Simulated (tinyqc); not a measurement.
Density of states of one tight-binding band on the triangular lattice: one step. Histogram. Three cases, with inputs chosen for the exercise.

Task: Count the points in equal bins from E_lo to E_hi; g = count/(all points x bin width).

Give: Histogram.

Case 1.

Values chosen: bins = 6 (bins of the histogram); E_lo = -11.613 eV (lower end of the histogram); E_hi = 5.817 eV (upper end).

Distinct energies:
```
E_k (eV)    points
-11.520000       1
-3.840000        6
3.840000         9
```

Result:

Histogram:
```
from (eV)  to (eV)  points  g (1/eV)
-11.6130   -8.7080       1    0.0215
-8.7080    -5.8030       0    0.0000
-5.8030    -2.8980       6    0.1291
-2.8980     0.0070       0    0.0000
0.0070      2.9120       0    0.0000
2.9120      5.8170       9    0.1936
```

Empty bins: 3 of 6; the fullest holds 9 points. Empty bins inside the band come from the coarse mesh, not from gaps.

Case 2.

Values chosen: bins = 10 (bins of the histogram); E_lo = -3.613 eV (lower end of the histogram); E_hi = 1.817 eV (upper end).

Distinct energies:
```
E_k (eV)   points
-3.600000       1
-2.897056       6
-1.697056       6
-1.200000       6
0.000000       12
0.497056        6
1.200000       21
1.697056        6
```

Result:

Histogram:
```
from (eV)  to (eV)  points  g (1/eV)
-3.6130    -3.0700       1    0.0288
-3.0700    -2.5270       6    0.1727
-2.5270    -1.9840       0    0.0000
-1.9840    -1.4410       6    0.1727
-1.4410    -0.8980       6    0.1727
-0.8980    -0.3550       0    0.0000
-0.3550     0.1880      12    0.3453
0.1880      0.7310       6    0.1727
0.7310      1.2740      21    0.6043
1.2740      1.8170       6    0.1727
```

Empty bins: 2 of 10; the fullest holds 21 points. Empty bins inside the band come from the coarse mesh, not from gaps.

Case 3.

Values chosen: bins = 10 (bins of the histogram); E_lo = -6.613 eV (lower end of the histogram); E_hi = 3.317 eV (upper end).

Distinct energies:
```
E_k (eV)   points
-6.600000       1
-3.559675       6
0.420163        6
1.359675        6
2.879837        6
```

Result:

Histogram:
```
from (eV)  to (eV)  points  g (1/eV)
-6.6130    -5.6200       1    0.0403
-5.6200    -4.6270       0    0.0000
-4.6270    -3.6340       0    0.0000
-3.6340    -2.6410       6    0.2417
-2.6410    -1.6480       0    0.0000
-1.6480    -0.6550       0    0.0000
-0.6550     0.3380       0    0.0000
0.3380      1.3310       6    0.2417
1.3310      2.3240       6    0.2417
2.3240      3.3170       6    0.2417
```

Empty bins: 5 of 10; the fullest holds 6 points. Empty bins inside the band come from the coarse mesh, not from gaps.

Computed by tinyqc, one run a case: `OMP_NUM_THREADS=1 python tinyqc.py N N+1 out.jsonl` with N = 1681934, 1682026, 1682359; one thread of a shared Intel(R) Xeon(R) Processor @ 2.30GHz, about 0.09 s a run at most.
